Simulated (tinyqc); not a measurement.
# CMOS inverter, nodal equation and switching, step by step

Program tinyqc, `OMP_NUM_THREADS=1 python tinyqc.py 2340120 2340121 out.jsonl`; Intel Xeon 2.30GHz, shared host, one thread, about 0.04 s. Printed values are rounded.

An n-channel pull-down (bn, VTn) and a p-channel pull-up (bp, VTp) share the input Vin and the output node Vout, which carries the load C. Transistor (EKV form, voltages against the body): I = 2 n b Vt^2 [F(vp - Vs) - F(vp - Vd)] from drain to source, F(v) = ln^2(1 + exp(v/(2 Vt))), vp = (Vg - VT + sg |Vd - Vs|)/n. n-channel bodies are at 0; for the p-channel device all voltages are counted down from Vdd. b in uA/V^2 gives I in uA. Static: In = Ip. Transient: C dVout/dt = Ip - In. No velocity saturation, no gate capacitance beyond C.

Inputs (values chosen for the exercise): temperature T = 300 K; supply voltage Vdd = 0.8 V; slope factor n = 1.35; drain-induced barrier lowering sg = 0.037; n-channel threshold VTn = 0.27 V; p-channel threshold (magnitude) VTp = 0.45 V; gain factor of the pull-down transistor bn = 260 uA/V^2; gain factor of the pull-up transistor bp = 340 uA/V^2; load capacitance C = 0.52 fF; input voltage Vin = 0.51 V; time step dt = 2 ps.

Constants: q = 1.602176634e-19 C, kB = 1.380649e-23 J/K, Vt = kB T/q. Results are converted to the units shown.

## Iteration 1: output voltage by Newton steps

Vout at the start = 0.4 V

f = In - Ip at (Vin, Vout); G = df/dVout by a central difference with +/- 1e-6 V; Vout(new) = Vout - f/G.

In = 6.339881 uA
Ip = 0.008498860 uA
G = 1.79551 uS
Vout after iteration 1 = -3.126239 V

This step lands outside the rails.

## Iteration 2: output voltage by Newton steps

As before.

In = -2004.294 uA
Ip = 0.2158859 uA
G = 1220.04 uS
Vout after iteration 2 = -1.483257 V

The value that enters this step is an overshoot, farther from the solution than the start was, so its intermediate quantities are not physical.

## Course of the iteration: output voltage by Newton steps

Stop when Vout changes by less than 1e-9 V, or after 30 iterations.

Course of the iteration:
```
iteration      Vout (V)  |change| (V)
1             -3.126239          3.53
2             -1.483257          1.64
3            -0.6660611         0.817
4            -0.2660275         0.400
5           -0.08192441         0.184
6           -0.01368712        0.0682
7          -3.537922e-4        0.0133
8           2.064056e-4       5.60e-4
9           2.073860e-4       9.80e-7
10          2.073860e-4      2.73e-12
```

Converged in 10 iterations. At the end the number of correct digits about doubles with each step. On the way 6 iterate(s) lie more than 5 mV outside the rails, the first at -3.13 V, before the steps return.

## Transfer curve

Vin, point 0 to 10 (V): 0  0.08  0.16  0.24  0.32  0.4  0.48  0.56  0.64  0.72  0.8

For each Vin solve In = Ip; gain = dVout/dVin.

```
point   Vout (V)  supply current (uA)     gain
0      0.7999961            4.6358e-4    0.000
1      0.7999524            0.0042993   -0.001
2      0.7994287             0.035368   -0.018
3      0.7933295              0.22242   -0.208
4      0.3435755              0.72145  -27.021
5      0.0062208              0.18983   -0.194
6      0.0005269             0.027805   -0.016
7      0.0000435            0.0032446   -0.001
8      0.0000036            3.4445e-4    0.000
9      0.0000003            3.5369e-5    0.000
10     0.0000000            3.5922e-6    0.000
```

The switching point Vin = Vout lies at 0.3208 V, with a gain of -27.0. The current peaks at 0.721 uA among the points, against 4.6e-4 and 3.6e-6 uA of leakage at the ends.

## Switching point and noise margins

VM solves In = Ip with Vin = Vout. VIL and VIH are the inputs at which the gain is -1; NML = VIL - Vout(VIH), NMH = Vout(VIL) - VIH.

VM = 0.32084 V
gain at VM = -27.014
VIL = 0.28069 V
VIH = 0.35605 V
NML = 0.25403 V
NMH = 0.41786 V

VM lies 79 mV below Vdd/2, and the high margin is the larger one. With both transistors saturated the size of the gain tends to 1/sg = 27.0; here it is 0.049 % below that.

## Step 1: one time step of the falling output

Vout at t = 0 = 0.8 V

The input steps to Vdd at t = 0; I = In - Ip. Trapezoidal rule: V(new) = V - (dt/C)[I(V) + I(V(new))]/2, solved for V(new); 1 ps uA/fF = 1 mV.

I(V) = 30.15787 uA
I(V(new)) = 29.70071 uA
Vout after step 1 = 0.6848873 V

## Step 2: one time step of the falling output

As before.

I(V) = 29.70071 uA
I(V(new)) = 29.25309 uA
Vout after step 2 = 0.5715146 V

## Delays and energy

For a step input the delay to Vdd/2 is tHL = C times the integral of dV/(In - Ip) from Vdd/2 to Vdd at Vin = Vdd, and tLH likewise with Ip - In from 0 to Vdd/2 at Vin = 0. Energy drawn for one full cycle of the output: C Vdd^2. Leakage power: Vdd times the mean of the supply currents at Vin = 0 and Vdd.

tHL = 7.089627 ps
tLH = 11.90670 ps
energy = 0.3328 fJ
leakage power = 0.1868684 nW

Time steps as above cross Vdd/2 at 7.11 ps by linear interpolation, 0.22 % above tHL. tLH/tHL = 1.68, with bn/bp = 0.765.
